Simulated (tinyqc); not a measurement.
Level against rehybridisation: Weaire-Thorpe hybrids on a Bethe lattice: gap and dangling bond of an amorphous tetrahedral solid.

Four sp3 hybrids an atom at energy 0, coupled by -V1 on the atom and by -V2 along a bond; the bonds form a tree (no rings). For any network the gap runs at least from -V2 + V1 to V2 - 3 V1, and p-like states pile up at -V2 + V1 and V2 + V1. On the tree the gap is wider: it ends at Ec = -V1 + sqrt(V2^2 + 4 V1^2 - 2 sqrt3 V1 V2), which makes it well wider than the gaps of the real glasses. A branch seen from a hybrid has the self-energy S = V2^2 g, where g is the Green function of the hybrid across the bond, whose three partners carry S themselves. With a = z - V1, b = a - S: g = 1/(a + V1 b/(b + 3 V1)), z = E + i eta. A full atom has G = (1/b)(b + 3 V1)/(b + 4 V1) per hybrid; a dangling hybrid with shift dh has G = 1/(1/g - dh).

Inputs chosen for the exercise (out of a larger set: of the size of tabulated hybrid energies for amorphous silicon; not measured data): V1 = 1.85 eV (coupling of two hybrids on one atom); V2 = 4.3 eV (coupling of the two hybrids of a bond).

Root of 1/g(E) = dh for eta = 0 in the gap of the tree, between Ev = -V2 + V1 and Ec; a dash: none. A flatter atom makes the hybrid more p-like (dh > 0, up to V1), a more pyramidal one more s-like (dh < 0).

Level:
```
dh (eV)   E (eV)  above Ev (eV)  weight
-3.0     -1.7366         0.7134   0.589
-2.5     -1.4370         1.0130   0.608
-2.0     -1.1309         1.3191   0.615
-1.5     -0.8246         1.6254   0.608
-1.0     -0.5261         1.9239   0.583
-0.5     -0.2461         2.2039   0.532
0.0       0.0000         2.4500   0.445
0.5       0.1897         2.6397   0.304
1.0       0.2918         2.7418   0.092
```

A level exists for 9 of the 9 rows, from dh = -3 (0.713 eV above Ev) to 1 (2.742 eV); the gap of the tree is 2.750 eV. Its slope dE/d(dh) is the weight, largest at dh = -2 (0.61). A level that rises as the atom flattens is why an emptied dangling bond relaxes flat and a doubly filled one pyramidal.

(tinyqc, `OMP_NUM_THREADS=1 python tinyqc.py 1451899 1451900 out.jsonl`, Intel(R) Xeon(R) Processor @ 2.30GHz, 1 thread, shared host, about 0.02 s.)
